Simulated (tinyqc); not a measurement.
Inside a calculation. Method: one-electron ion in a basis of Gaussians. Computed by tinyqc, a small Python program that keeps every step. Settings: Z = 3, l = 2. Command: `OMP_NUM_THREADS=1 python tinyqc.py 30627 30628 out.jsonl` (the two numbers bound the seeds that draw the settings). One thread of a shared host (Intel(R) Xeon(R) Processor @ 2.60GHz), about 0.01 s of CPU time with the checks.

## Matrices over normalised Gaussians

exponents of r^l exp(-a r^2) (1/bohr^2): 0.011990  0.033740

Z = 3

l = 2

With p = a_i + a_j and I(k) = Gamma((k+1)/2) / (2 p^((k+1)/2)): S = I(2l+2), T = (2l+3) a_i a_j S / p, V = -Z I(2l+1), each divided by sqrt(S_ii S_jj).

S:
```
          1         2
1  1.000000  0.638393
2  0.638393  1.000000
```

T (hartree):
```
          1         2
1  0.041965  0.039532
2  0.039532  0.118090
```

V (hartree):
```
           1          2
1  -0.279576  -0.246470
2  -0.246470  -0.468989
```

## Generalised eigenproblem

H = T + V (hartree):
```
           1          2
1  -0.237611  -0.206938
2  -0.206938  -0.350899
```

Solve H C = S C e through S^(-1/2); each column has its largest component positive (the first on a tie).

eigenvalues of S: 0.361607  1.638393

eigenvalues (hartree): -0.354022  -0.193353

coefficients:
```
           1          2
1  -0.181134   1.286501
2   1.105868  -0.681873
```

For Z = 3 and l = 2 the exact lowest level is -Z^2/(2 n^2) with n = l + 1: -0.500000 hartree.
